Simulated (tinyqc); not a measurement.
The size of the error: propagation of a band-gap error through k.p and effective-mass formulas.

Chain, for a gap E (the reference Eg or another value), with Ep and Dso kept: 1/me = 1 + Ep (E + 2 Dso/3)/(E (E + Dso)); g* = 2 - 2 Ep Dso/(3 E (E + Dso)); g1(E) = g1 + (Ep/3)(1/E - 1/Eg), g2(E) = g2 + (Ep/6)(1/E - 1/Eg), light hole 1/(g1 + 2 g2), heavy hole 1/(g1 - 2 g2) along [100]; optical constant ei(E) = 1 + (ei - 1)(EP/(EP + E - Eg))^2, static e0(E) = ei(E) + e0 - ei.

Donor: R = Ry me/e0^2, a_B = a0 e0/me, Mott density (0.26/a_B)^3. Nc, Nv = 2 (m kT/(4 pi c))^(3/2), c = hbar^2/2m0, ni = sqrt(Nc Nv) exp(-E/2kT). Exciton: Ry mu/e0^2 with 1/mu = 1/me + g1(E). 1 angstrom^-3 = 1e24 cm^-3.

Constants: Ry = 13.60569312 eV; a0 (Bohr radius) = 0.5291772105 angstrom; kB = 8.617333262e-05 eV/K; hbar^2/2m0 = 3.80998211 eV angstrom^2.

Values chosen for the exercise (reference values near those of InP, gap at low temperature; shifted at random, so the results belong to these values and not to a real crystal):
- Eg = 1.399 eV (gap at Gamma to the s-like level)
- Dso = 0.106 eV (spin-orbit splitting)
- Ep = 20.4 eV (Kane energy)
- g1 = 5.09 (Luttinger gamma1)
- g2 = 1.6 (gamma2)
- e0 = 12.29 (static dielectric constant)
- ei = 9.49 (optical dielectric constant)
- EP = 5.33 eV (mean (Penn) gap)
- mh = 0.38 m0 (density-of-states mass of the holes)
- T = 400 K (temperature)

E = f Eg; ratios against f = 1.

Results:
```
f     E (eV)  me ratio  light-hole ratio  e0 ratio  donor ratio  Mott ratio      g*  log10 ni ratio
0.25   0.350     0.278             0.221     1.380        0.146     0.00818  -7.044            6.19
0.40   0.560     0.429             0.362     1.282        0.261      0.0374  -1.870            5.01
0.60   0.839     0.625             0.561     1.172        0.455       0.152   0.183            3.37
0.80   1.119     0.815             0.773     1.079        0.700       0.431   0.949            1.70
1.00   1.399     1.000             1.000     1.000        1.000        1.00   1.315            0.00
1.20   1.679     1.180             1.243     0.933        1.357        2.03   1.519           -1.71
2.00   2.798     1.858             2.417     0.743        3.369        15.7   1.823           -8.61
```

Give the missing row, f = 1.50.

Computed row:
```
f     E (eV)  me ratio  light-hole ratio  e0 ratio  donor ratio  Mott ratio     g*  log10 ni ratio
1.50   2.099     1.442             1.642     0.849        2.001        4.90  1.688           -4.29
```

Between f = 0.8 and 1.2 the mean powers d ln(ratio)/d ln f are 0.91 for me, 1.17 for the light hole, -0.36 for e0, 1.63 for the donor energy and 3.82 for the Mott density; ni moves by -0.61 decades per 0.1 eV, against -0.1 eV/(2 kT ln 10) = -0.63 from the exponential alone, the rest coming from Nc through me^(3/4). g* changes sign between f = 0.40 and 0.60; the place of this zero hangs on remote bands, which are left out.

tinyqc: `OMP_NUM_THREADS=1 python tinyqc.py 1880232 1880233 out.jsonl`; about 0.01 s, one thread, shared Intel(R) Xeon(R) Processor @ 2.30GHz.
